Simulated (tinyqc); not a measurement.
Worked calculation: quasiparticle equation with a plasmon-pole self-energy for two band edges. Values are carried at full precision from step to step, so a last printed digit may differ when a step is redone from the rounded ones.

For each edge E = e + X + Sc(E), with the correlation part Sc(E) = A[0]/(E - a + w) + A[1]/(E - b - w); a and b are the valence and conduction energies that enter the Green function (a = ev, b = ec in the one-shot scheme). Z = 1/(1 - dSc/dE), dSc/dE = -A[0]/(E - a + w)^2 - A[1]/(E - b - w)^2.

Values chosen for the exercise (scales of the order of those of Si; the results hold for these values, not for the real material):
```
symbol  value         unit  meaning
ev      0             eV    mean-field valence top
ec      0.63          eV    mean-field conduction edge
w       15.3          eV    pole energy
Av      (40.9, 20.5)  eV^2  weights of the valence state on the hole and electron poles
Ac      (20.5, 41.6)  eV^2  the same for the conduction state
Xv      -1.76         eV    exchange minus the mean-field potential, valence
Xc      1.65          eV    the same, conduction
```

## Linearised one-shot correction

Evaluate Sc and its slope at the mean-field energy; E = e + Z (X + Sc).

Terms:
```
edge        Sc (eV)   dSc/dE       Z  X + Sc (eV)   E (eV)
valence      1.3863  -0.2555  0.7965      -0.3737  -0.2976
conduction  -1.4321  -0.2585  0.7946       0.2179   0.8032
```

gap = 1.1008 eV
gap with Z = 1 = 1.2216 eV

The gap opens by 0.471 eV, 63 % of it by lowering the valence top. Setting Z = 1 would overshoot by 0.121 eV. X and Sc have opposite signs and are each larger than the sum they leave, so both must be converged well.

## Solving the equation for the conduction edge

Newton steps on f(E) = E - ec - Xc - Sc(E) from E = ec; the first step is the linearised result.

Iterates:
```
step   E (eV)   Sc (eV)     f (eV)
0     0.63000  -1.43207  -0.217926
1     0.80316  -1.47704   0.000202
2     0.80300  -1.47700   0.000000
3     0.80300  -1.47700   0.000000
```

The linearisation errs by +0.2 meV, as the shift is only 0.011 of the pole energy.

## All solutions for the valence state

Multiplying out gives a cubic; give its three roots and their weights Z.

roots (eV): -17.928  -0.297  17.095

weights: 0.1441  0.7939  0.0620

The weights add up to 1. The satellite below lies 17.63 eV from the main peak, 15 % more than w: this scheme places plasmon satellites too far out, and gives one where a cumulant form gives a series.

## Updating the energies in the Green function

Solve both equations exactly, put the results in place of a and b, and repeat five times; w is kept.

Cycles (eV):
```
cycle       Ev      Ec     gap
1      -0.2972  0.8030  1.1002
2      -0.3288  0.8094  1.1382
3      -0.3329  0.8084  1.1413
4      -0.3335  0.8080  1.1415
5      -0.3336  0.8079  1.1415
```

The update moves the gap by +41 meV from the one-shot value; each cycle shrinks the change to about 0.08 of the one before.

## Checks

- Sum of the weights of the three roots: both 1.000000.
- Newton result against the root by bisection (eV): both 0.80300.

tinyqc: `OMP_NUM_THREADS=1 python tinyqc.py 1880980 1880981 out.jsonl`; about 0.01 s, one thread, shared Intel(R) Xeon(R) Processor @ 2.30GHz.
